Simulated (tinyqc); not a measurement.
# Undoped gate-all-around wire MOSFET, analytic charge model: several studies

An undoped round wire of radius R under an insulator shell and a surrounding gate; long channel, electrons only, n = ni exp((psi - V)/Vt) with V the quasi-Fermi potential (0 at the source, Vd at the drain), constant mobility, no quantisation. The radial Poisson equation gives n(r) = n(0)/(1 - (1 - b) r^2/R^2)^2 with b = Q0/(Q + Q0). Q is the electron charge per area of the wire surface.

Parameters, values chosen for the exercise; material values close to those of silicon:
- T = 300 K (temperature)
- Eg = 1.13 eV (band gap)
- eps_r = 11.5 (relative permittivity of the semiconductor)
- Nc = 2.84e19 cm^-3 (conduction-band density of states at T)
- Nv = 2.64e19 cm^-3 (valence-band density of states at T)
- eox = 3.86 (relative permittivity of the gate insulator)
- tox = 1.3 nm (insulator thickness)
- R = 10 nm (wire radius)
- dphi = -0.06 V (gate work function less that of the intrinsic body)
- mu = 100 cm^2/(V s) (channel mobility)
- L = 0.5 um (gate length)
- Vd = 0.8 V (drain voltage)

Constants: q = 1.602176634e-19 C, kB = 1.380649e-23 J/K, Vt = kB T/q, eps0 = 8.8541878128e-14 F/cm where lengths are in cm. Results are converted to the units shown.

Each table varies one quantity; the others keep the values above.

## Effect of the insulator thickness

ni = sqrt(Nc Nv) exp(-Eg/(2 Vt)), Eg in volts; Cox = eps0 eox/(R ln(1 + tox/R)); Q0 = 4 eps0 eps_r Vt/R; V0 = dphi + Vt ln[8 eps0 eps_r Vt/(q ni R^2)]. Q solves Vg - V0 - V = Q/Cox + Vt ln(Q/Q0) + Vt ln(1 + Q/Q0). I = mu (2 pi R/L)[2 Vt (Qs - Qd) + (Qs^2 - Qd^2)/(2 Cox) + Vt Q0 ln((Qd + Q0)/(Qs + Q0))], with Qs at V = 0 and Qd at V = Vd.  I(low) is taken at Vg = 0.18 V, Qs and I(high) at Vg = 0.93 V.

The same in every row: V0 (V) = 0.4265.

Effect of the insulator thickness:
```
tox (nm),I(low) (nA),Qs(high) (nC/cm^2),I(high) (uA)
0.43,0.002472,2715,7.358
0.62,0.002472,1990,5.569
0.9,0.002472,1452,4.190
1.3,0.002472,1066,3.166
1.9,0.002472,779.5,2.377
2.7,0.002472,586.8,1.830
3.9,0.002472,440.1,1.402
```

What does the comparison show?

As tox goes from 0.43 to 3.9 nm, I(low) stays near 0.00247 nA and I(high) falls from 7.36 to 1.40 uA. On average I(low) is independent of tox and I(high) goes as tox^(-0.75). Below threshold no voltage drops over the insulator in this long-channel model, so its thickness does not matter there. In every row the surface density at the source at the higher gate voltage passes 0.3 Nc, where Boltzmann statistics fail.

## Transfer curve and volume inversion

I = mu (2 pi R/L)[2 Vt (Qs - Qd) + (Qs^2 - Qd^2)/(2 Cox) + Vt Q0 ln((Qd + Q0)/(Qs + Q0))], with Qs at V = 0 and Qd at V = Vd. The drop is psi(surface) - psi(centre) at the source end; C = dQs/dVg, Cg = Cox, drop = 2 Vt ln(1 + Qs/Q0); gm = dI/dVg.

Transfer curve and volume inversion:
```
Vg (V),Qs (nC/cm^2),drop (mV),C/Cg,I (uA),gm/I (1/V)
0.13,0.001100,5.402e-4,1.522e-5,3.574e-7,38.68
0.24,0.07737,0.03798,0.001068,2.516e-5,38.65
0.35,4.878,2.342,0.06070,0.001674,36.62
0.47,89.23,31.74,0.4583,0.05487,20.44
0.58,269.5,65.65,0.6844,0.2949,11.49
0.69,498.3,90.28,0.7906,0.8218,7.619
0.81,774.7,109.8,0.8507,1.779,5.472
0.92,1042,123.5,0.8831,3.033,4.316
1.03,1317,134.6,0.9044,4.663,3.549
```

Read the table: what changes, and by how much?

The current rises from 3.57e-7 to 4.66 uA. In the first row gm/I is 38.7 1/V, within 0.01 % of 1/Vt: with no depletion charge the whole body follows the gate, and the swing is ideal. The drop between surface and centre goes from 5.4e-4 to 135 mV and passes Vt at Vg = 0.47 V among the rows; below that the density varies across the body by less than a factor of e (volume inversion). C reaches 0.90 of Cg in the last row. For Vg = 0.58 to 1.03 V the surface density at the source passes 0.3 Nc, where Boltzmann statistics fail.

## Effect of the gate work function less that of the intrinsic body

Same model as above.

Effect of the gate work function less that of the intrinsic body:
```
dphi (V),V0 (V),I(low) (nA),Qs(high) (nC/cm^2),I(high) (uA)
-0.21,0.27650,0.79574,1443.8,5.5297
-0.16,0.32650,0.11781,1316.8,4.6626
-0.11,0.37650,0.017092,1191.0,3.8749
-0.06,0.42650,0.0024720,1066.4,3.1658
-0.01,0.47650,3.5737e-4,943.48,2.5344
0.04,0.52650,5.1661e-5,822.44,1.9798
0.09,0.57650,7.4679e-6,703.78,1.5004
```

Read the table: what changes, and by how much?

As dphi goes from -0.21 to 0.09 V, I(low) falls from 0.796 to 7.47e-6 nA and I(high) falls from 5.53 to 1.50 uA. V0 rises from 0.277 to 0.577 V. In every row the surface density at the source at the higher gate voltage passes 0.3 Nc, where Boltzmann statistics fail.

tinyqc, about 0.03 s, one thread, Intel Xeon 2.30GHz (shared host): `OMP_NUM_THREADS=1 python tinyqc.py 2460163 2460164 out.jsonl`
